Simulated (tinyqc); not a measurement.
Inside a calculation: heterojunction of two tight-binding chains. Values are carried at full precision from step to step, so a last printed digit may differ when a step is redone from the rounded ones.

Left chain: hopping -t1, sites at 2 t1 (band bottom 0). Right chain: hopping -t2, sites at dE + 2 t2 (bottom dE). t = c/(m a^2), c = hbar^2/2m0. The bond across the interface is -tc with tc = f sqrt(t1 t2), and the last left site has the extra energy U. In a chain E = bottom + 2t (1 - cos(ka)); the surface Green function of a half chain is g = -exp(ika)/t, with Im k > 0 where cos(ka) > 1.

Constants: hbar^2/2m0 = 3.80998211 eV angstrom^2.

Values chosen for the exercise (masses and offset of the size met at GaAs / AlGaAs; the results hold for these values, not for the real material):
- a = 4 angstrom (site spacing)
- m1 = 0.066 m0 (mass on the left)
- m2 = 0.098 m0 (mass on the right)
- f = 1 (factor on the interface hopping)
- dE = 0.31 eV (band offset)
- E = 0.53 eV (electron energy)
- U = -1.28 eV (extra energy on the last left site)

## Hoppings

Form t1, t2 and tc.

t1 = 3.60794 eV
t2 = 2.42984 eV
tc = 2.96086 eV

## Wave numbers and velocities

The left chain has hopping t1 and band bottom 0, the right one t2 and dE. cos(ka) = 1 - (E - bottom)/(2t); dE/dk = 2 t a sin(ka).

ka (rad): left 0.385659, right 0.302047

dE/dk (eV angstrom): left 10.8576, right 5.7825

## Self-energies on the last left site

Hoppings t1 (left), t2 (right), tc (interface); g is the surface Green function of a half chain. The rest of the left chain gives S1 = t1^2 g1 = -t1 exp(i k1 a); the right chain gives S2 = tc^2 g2 = -(tc^2/t2) exp(i k2 a).

S1 = -3.34294-1.35720i eV
S2 = -3.44460-1.07327i eV

## Transmission

The last site of the left chain has energy 2 t1 + U, and S1, S2 are the self-energies of the two half chains on it. G = 1/(E - 2 t1 - U - S1 - S2); T = 4 Im(S1) Im(S2) |G|^2.

G = 0.1768-0.3110i 1/eV
T = 0.7454

A fraction 0.2546 is reflected although the electron lies above the step.

## Checks

- T from the Green function against 1 - |r|^2 from matching plane waves: both 0.745449.

Program tinyqc; command `OMP_NUM_THREADS=1 python tinyqc.py 1480646 1480647 out.jsonl`; about 0.01 s on one thread of a shared Intel(R) Xeon(R) Processor @ 2.30GHz.
